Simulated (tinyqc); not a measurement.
Inside a calculation. Model: frequency dispersion of an accumulation capacitance by border traps, distributed model.

Numbers from tinyqc (`OMP_NUM_THREADS=1 python tinyqc.py 2202076 2202077 out.jsonl`; about 0.3 s on one thread of a shared Intel Xeon 2.30GHz). Printed values are rounded.

Traps spread evenly through the insulator exchange electrons with the semiconductor by tunnelling, with tau(x) = t0 exp(2 ka x) at depth x from the interface. The admittance per area Y seen at depth x obeys dY/dx = -Y^2/(i w eps0 eox) + q Nb ln(1 + i w tau)/tau, with Y(0) = i w Cs and w = 2 pi f; the gate sees Y(tox) = G + i w C. Working variable y = Y/(i w), in uF/cm^2. Cox = eps0 eox/tox.

Inputs (values chosen for the exercise); permittivity close to that of hafnium oxide:
```
symbol,value,unit,meaning
eox,19.9,,relative permittivity of the insulator
tox,4.5,nm,insulator thickness
Cs,2.7,uF/cm^2,semiconductor capacitance in accumulation
Nb,2.4e19,cm^-3 eV^-1,density of border traps
ka,4,1/nm,decay constant of the wave function in the insulator
t0,2e-9,s,time constant of a trap at the interface
f,1e6,Hz,frequency
xe,1.2,nm,depth down to which the steps are taken
```

Constants: q = 1.602176634e-19 C, eps0 = 8.8541878128e-14 F/cm where lengths are in cm. Results are converted to the units shown.

## Scales and lumped estimate

Cox; trap-free value 1/(1/Cox + 1/Cs); response depth d = ln(1/(w t0))/(2 ka), where w tau = 1; lumped estimate: all traps within d act as C_bt = q Nb d placed at d/2, so C = 1/{1/[1/(1/Cs + d/(2 eps0 eox)) + C_bt] + (tox - d/2)/(eps0 eox)}.

Cox = 3.91552 uF/cm^2
trap-free C = 1.59805 uF/cm^2
d = 0.547091 nm
C_bt = 0.210369 uF/cm^2
lumped C = 1.67563 uF/cm^2

The traps within reach amount to 0.0779 Cs and lie in the first 12.2 % of the insulator.

## Midpoint steps through the active depth

In terms of y: dy/dx = -y^2/(eps0 eox) + s(x), s = q Nb ln(1 + z)/z, z = i w tau. 8 midpoint steps of h = xe/8: y_half = y + (h/2) y'(x, y), y(new) = y + h y'(x + h/2, y_half).

| point | x (nm) | s (uF/(cm^2 nm)) | y (uF/cm^2) |
|---|---|---|---|
| 0 | 0 | 0.384502-0.002416i | 2.70000+0.00000i |
| 1 | 0.15 | 0.384300-0.008015i | 2.69571-0.00065i |
| 2 | 0.3 | 0.382091-0.026380i | 2.69151-0.00278i |
| 3 | 0.45 | 0.360405-0.080211i | 2.68644-0.00962i |
| 4 | 0.6 | 0.249554-0.151528i | 2.67318-0.02723i |
| 5 | 0.75 | 0.104370-0.124570i | 2.63830-0.04798i |
| 6 | 0.9 | 0.034529-0.064538i | 2.58918-0.05939i |
| 7 | 1.05 | 0.010685-0.027684i | 2.53617-0.06308i |
| 8 | 1.2 | 0.003244-0.010825i | 2.48347-0.06298i |

## Capacitance and conductance at the gate

y at xe = 2.48347-0.06298i uF/cm^2

Beyond xe the traps are ignored, so 1/y(tox) = 1/y(xe) + (tox - xe)/(eps0 eox); C = Re y, G/w = -Im y, loss tangent G/(w C).

y at the gate = 1.69529-0.02934i uF/cm^2
C = 1.69529 uF/cm^2
G/w = 0.0293354 uF/cm^2
loss tangent = 0.0173041

A fine integration over the whole insulator gives C = 1.6957 and G/w = 0.03009 uF/cm^2; the coarse G/w is 2.5 % below that. The fine C is 6.1 % above the trap-free value, and the lumped estimate is 1.2 % below the fine result.
